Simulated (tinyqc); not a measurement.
Changing the temperature T: specific resistance of a metal-semiconductor contact and its transmission-line measurement. Computed by tinyqc, a small Python program. Command: `OMP_NUM_THREADS=1 python tinyqc.py 3029170 3029171 out.jsonl contact sweep`. One thread of a shared host (Intel(R) Xeon(R) Processor @ 2.30GHz), about 0.02 s of CPU time with the checks.

The barrier is parabolic (depletion approximation), energies E are normal energies counted from the band edge in the neutral semiconductor (downwards for holes), and the bias is zero. xi is an input, held fixed when other inputs move.

Inputs (values chosen for the exercise, modelled on n-type 4H-SiC):
```
quantity                                           value          unit
tunnelling mass m                                   0.32           m_0
permittivity eps                                     9.7             -
Richardson constant A*                               139  A/(cm^2 K^2)
barrier height phi_B                                 1.1            eV
doping N                                         8.9e+19        1/cm^3
Fermi level above the band edge in the bulk, xi    0.078            eV
```

Image-force lowering: included.

Constants: hbar = 1.054571817e-34 J s; eps_0 = 8.8541878128e-12 F/m; m_0 = 9.1093837015e-31 kg; k_B = 8.617333262e-05 eV/K; e = 1.602176634e-19 C.

Method:
- E_00 = (e hbar/2) sqrt(N/(eps eps_0 m)); band bending E_b = phi_B + xi; depletion width w = sqrt(2 eps eps_0 E_b/(e^2 N)). Image lowering d_phi = (e^3 N E_b/(8 pi^2 (eps eps_0)^3))^(1/4) (E_b in volts), and E_b - d_phi replaces E_b everywhere except in w.
- WKB transmission for E < E_b, with a = E/E_b: D = exp{-(E_b/E_00) [sqrt(1 - a) - a ln((1 + sqrt(1 - a))/sqrt(a))]}; D = 1 above.
- At zero bias 1/rho_c = (e A*/k_B^2) int D(E) f(E) dE, f = 1/(1 + exp((E - xi)/k_B T)); 200 Gauss-Legendre points from 0 to E_b, and k_B T ln(1 + exp((xi - E_b)/k_B T)) for the part above the barrier; the share of tunnelling is the part below.

One run for each value; columns: (1) temperature T (K); (2) specific contact resistance rho_c (ohm cm^2); (3) rho_c by thermionic emission alone (ohm cm^2); (4) share of tunnelling (%):
```
(1)         (2)         (3)     (4)
100  1.3129e-06  7.4729e+31  100.00
130  1.2613e-06  3.2363e+22  100.00
170  1.1782e-06  1.3774e+15  100.00
220  1.0586e-06  4.6626e+09  100.00
280  9.0570e-07  4.5697e+05  100.00
360  7.0868e-07  2.3426e+02  100.00
460  5.0001e-07  6.9645e-01  100.00
600  2.9391e-07  4.9476e-03   99.99
```

Over the rows, specific contact resistance rho_c (ohm cm^2) falls from 1.31e-6 to 2.94e-7 (exponent d ln y / d ln x -0.15 between the first rows and -2.0 between the last); rho_c by thermionic emission alone (ohm cm^2) falls from 7.47e31 to 0.00495 (exponent d ln y / d ln x -82 between the first rows and -19 between the last); share of tunnelling (%) falls from 100 to 100.0, flat over part of the range.
